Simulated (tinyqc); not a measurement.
Dose and depth of a threshold implant.

Problem. A sheet of D acceptors per cm^2 lies at depth xi inside the depleted layer of a body doped Na. In the depletion approximation VT = Vfb + f2 + q D/Cox + gamma sqrt(f2 + Vsb - q D xi/(eps0 eps_r)), gamma = sqrt(2 eps0 eps_r q Na)/Cox, Cox = eps0 eox/tox. Find gamma, D and xi.

Values chosen for this exercise; band and dielectric values close to those of silicon:
```
symbol,value,unit,meaning
eps_r,11.5,,relative permittivity
Na,6.6e15,cm^-3,acceptor density deep in the body
eox,22.4,,relative permittivity of the gate insulator (close to hafnium oxide)
tox,26,nm,insulator thickness
Vfb,-0.63,V,flat-band voltage
f2,0.69,V,band bending 2 phiF at threshold
```

Constants: q = 1.602176634e-19 C, eps0 = 8.8541878128e-14 F/cm where lengths are in cm. Results are converted to the units shown.

VT against the source at Vsb = 0 and 2.1 V (V): [0.14718463, 0.20106478]

Solution. With y^2 = f2 - q D xi/(eps0 eps_r) and d the difference of the thresholds over gamma, sqrt(y^2 + Vsb) - y = d gives y = (Vsb - d^2)/(2 d). The first threshold then gives D, and y^2 gives xi.

gamma = 0.0608 V^0.5
D = 2.00e11 cm^-2
xi = 44.0 nm

tinyqc, about 0.4 s, one thread, Intel Xeon 2.30GHz (shared host): `OMP_NUM_THREADS=1 python tinyqc.py 2080148 2080149 out.jsonl`
